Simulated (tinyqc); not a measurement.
MOS inversion layer, Poisson-Schroedinger loop: effect of the temperature.

Electrons confined at an insulator interface at z = 0, treated as a hard wall; parabolic valleys, Hartree approximation, no image or exchange terms. The depletion charge lies far deeper than the electrons and gives a uniform field q Nd/(eps0 eps_r); the gate balances all charge. Energies are counted from the band edge at the interface.

Schroedinger equation -(C/mz) psi'' + (V0 + U) psi = E psi, C = hbar^2/(2 m0), psi(0) = 0, on a uniform mesh of 800 nodes with a far wall at 200 nm, 8 levels a set; V0 = q Nd z/(eps0 eps_r); dU/dz = q (Ns - integral of n from 0 to z)/(eps0 eps_r), U(0) = 0; N_k = g md m0 q Vt/(pi hbar^2) ln(1 + exp((EF - E_k)/Vt)), g the number of valleys of the set, sum N_k = Ns. Triangular well: E_k = a_k (C F^2/mz)^(1/3), a_1 = 2.338107, a_2 = 4.087949, C = hbar^2/(2 m0), F in eV/nm. Fang-Howard (all electrons in the lowest level of set A): b^3 = 6 (mz1/C) q (Nd + 11 Ns/32)/(eps0 eps_r), centroid 3/b, level C b^2/(4 mz1) + (3/b) q (Nd + 11 Ns/16)/(eps0 eps_r). The centroid adds 3.9 z_av/eps_r to an oxide-equivalent thickness. Shares under 0.0001 % are printed as 0.

Inputs (values chosen for the exercise); masses and permittivity close to those of silicon (111):
- eps_r = 11.9 (relative permittivity)
- mz1 = 0.263 m0 (mass along z of valley set A (6 valley(s)))
- md1 = 0.354 m0 (in-plane density-of-states mass of set A)
- Ns = 3.1e11 cm^-2 (sheet density of electrons)
- Nd = 1e11 cm^-2 (sheet density of depletion charge)

Constants: q = 1.602176634e-19 C, kB = 1.380649e-23 J/K, hbar = 1.054571817e-34 J s, m0 = 9.1093837015e-31 kg, Vt = kB T/q, eps0 = 8.8541878128e-14 F/cm where lengths are in cm, hbar^2/(2 m0) = 0.0380998212 eV nm^2. Results are converted to the units shown.

The same in every row: Fang-Howard centroid (nm) = 5.92.

Results:

| T (K) | A1 (meV) | A2 (meV) | EF (meV) | share of A1 (%) | share of A2 (%) | centroid z_av (nm) | added oxide equivalent (nm) |
|---|---|---|---|---|---|---|---|
| 20 | 36.6 | 52.1 | 34.1 | 100 | 0.0139 | 5.55 | 1.82 |
| 50 | 36.7 | 52.5 | 25.9 | 97.2 | 2.58 | 5.70 | 1.87 |
| 77 | 36.9 | 53.5 | 16.9 | 90.5 | 7.57 | 6.12 | 2.00 |
| 120 | 37.3 | 55.4 | -0.0862 | 78.7 | 13.9 | 7.05 | 2.31 |
| 200 | 37.9 | 58.1 | -37.6 | 61.5 | 19.0 | 8.85 | 2.90 |
| 400 | 38.7 | 61.8 | -151 | 39.6 | 20.3 | 11.9 | 3.89 |
| 500 | 38.9 | 62.7 | -215 | 34.2 | 19.7 | 12.8 | 4.18 |

Estimate the missing row, T = 300 K.

Computed row:

| T (K) | A1 (meV) | A2 (meV) | EF (meV) | share of A1 (%) | share of A2 (%) | centroid z_av (nm) | added oxide equivalent (nm) |
|---|---|---|---|---|---|---|---|
| 300 | 38.4 | 60.4 | -91.8 | 47.9 | 20.5 | 10.6 | 3.48 |

With this row back in the table: As T goes from 20 to 500, A1 rises from 36.6 to 38.9 meV, the share of A1 falls from 100 to 34.2 % and the centroid rises from 5.55 to 12.8 nm. The Fang-Howard centroid is 6.7 % above the full one in the first row, where A1 holds 100 %, and 54 % below it in the last, where A1 holds 34.2 %. For T = 200, 300, 400, 500 the eighth level of a set still holds over 0.4 % of the electrons, so more levels and a farther wall would raise the centroid.

Computed by the program tinyqc: `OMP_NUM_THREADS=1 python tinyqc.py 2160109 2160110 out.jsonl`, one thread of a shared Intel Xeon 2.30GHz, about 0.6 s for the whole run.
